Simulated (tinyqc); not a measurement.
From results back to parameters: interface roughness in a thin film (subband fluctuation and scattering). Five cases, with inputs chosen for the exercise.

Problem. The screened mobility was computed from a hidden rms height D.

Gaussian roughness spectrum S(q) = pi D^2 Lc^2 exp(-q^2 Lc^2/4). Degenerate gas, taken to fill one subband (the second starts to fill once c kF^2/md exceeds E2 - E1, which is not tested here): kF = sqrt(2 pi Ns/gv), q = 2 kF sin(theta/2), 1/tau = (md/(2 pi c hbar)) G^2 times the integral from 0 to pi of S(q)(1 - cos theta)/eps(q)^2 dtheta, eps(q) = 1 + qs/q with screening (qs = gv md q0/(c eps), q0 = e^2/(4 pi eps0), form factors left out, which overstates the screening; other scattering is left out too, so these values lie far above measured mobilities in all but the thinnest films) or 1 without; mobility = tau c2/md with c2 = e/m0 = 1.75882e15 cm^2/(V s^2); 1e12/cm^2 = 1e-4/angstrom^2.

Constants: hbar^2/2m0 = 3.80998211 eV angstrom^2; hbar = 6.58211957e-16 eV s; e^2/(4 pi eps0) = 14.39964547 eV angstrom.

Case 1.

Values chosen (near those of a thin Si channel on (100), two-fold valleys; shifted at random, so the results belong to these values and not to a real crystal): md = 0.189 m0 (mass in the plane); gv = 2 (valleys); Lc = 24 angstrom (correlation length); Ns = 1.4 x 1e12/cm^2 (sheet density); eps = 7.9 (mean dielectric constant at the channel).

G = |dE1/dt| = 1.3352 meV/angstrom
mobility = 853420 cm^2/(V s)

Case 2.

Values chosen (near those of a thin Si channel on (100), two-fold valleys; shifted at random, so the results belong to these values and not to a real crystal): md = 0.193 m0 (mass in the plane); gv = 2 (valleys); Lc = 16 angstrom (correlation length); Ns = 2 x 1e12/cm^2 (sheet density); eps = 8.2 (mean dielectric constant at the channel).

G = |dE1/dt| = 4.9032 meV/angstrom
mobility = 43860.8 cm^2/(V s)

Case 3.

Values chosen (near those of a thin Si channel on (100), two-fold valleys; shifted at random, so the results belong to these values and not to a real crystal): md = 0.187 m0 (mass in the plane); gv = 2 (valleys); Lc = 12 angstrom (correlation length); Ns = 2.3 x 1e12/cm^2 (sheet density); eps = 7.7 (mean dielectric constant at the channel).

G = |dE1/dt| = 4.8556 meV/angstrom
mobility = 177144 cm^2/(V s)

Case 4.

Values chosen (near those of a thin Si channel on (100), two-fold valleys; shifted at random, so the results belong to these values and not to a real crystal): md = 0.186 m0 (mass in the plane); gv = 2 (valleys); Lc = 46 angstrom (correlation length); Ns = 0.82 x 1e12/cm^2 (sheet density); eps = 7.8 (mean dielectric constant at the channel).

G = |dE1/dt| = 6.2282 meV/angstrom
mobility = 6381.91 cm^2/(V s)

Case 5.

Values chosen (near those of a thin Si channel on (100), two-fold valleys; shifted at random, so the results belong to these values and not to a real crystal): md = 0.187 m0 (mass in the plane); gv = 2 (valleys); Lc = 16 angstrom (correlation length); Ns = 9.1 x 1e12/cm^2 (sheet density); eps = 7.8 (mean dielectric constant at the channel).

G = |dE1/dt| = 3.0744 meV/angstrom
mobility = 46108.2 cm^2/(V s)

Find: mobility for D = 1 angstrom; D.

Solution. The mobility goes as 1/D^2, so D is the square root of the ratio. One value fixes only D^2 times a function of Lc; a second density is needed to part the two.

Case 1.

mobility for D = 1 angstrom = 3.414e+06 cm^2/(V s)
D = 2.00 angstrom

Case 2.

mobility for D = 1 angstrom = 3.689e+05 cm^2/(V s)
D = 2.90 angstrom

Case 3.

mobility for D = 1 angstrom = 6.395e+05 cm^2/(V s)
D = 1.90 angstrom

Case 4.

mobility for D = 1 angstrom = 8.737e+04 cm^2/(V s)
D = 3.70 angstrom

Case 5.

mobility for D = 1 angstrom = 5.330e+05 cm^2/(V s)
D = 3.40 angstrom

Computed by tinyqc, one run a case: `OMP_NUM_THREADS=1 python tinyqc.py N N+1 out.jsonl` with N = 1250030, 1250054, 1250080, 1250117, 1250211; one thread of a shared Intel(R) Xeon(R) Processor @ 2.30GHz, about 0.03 s a run at most.
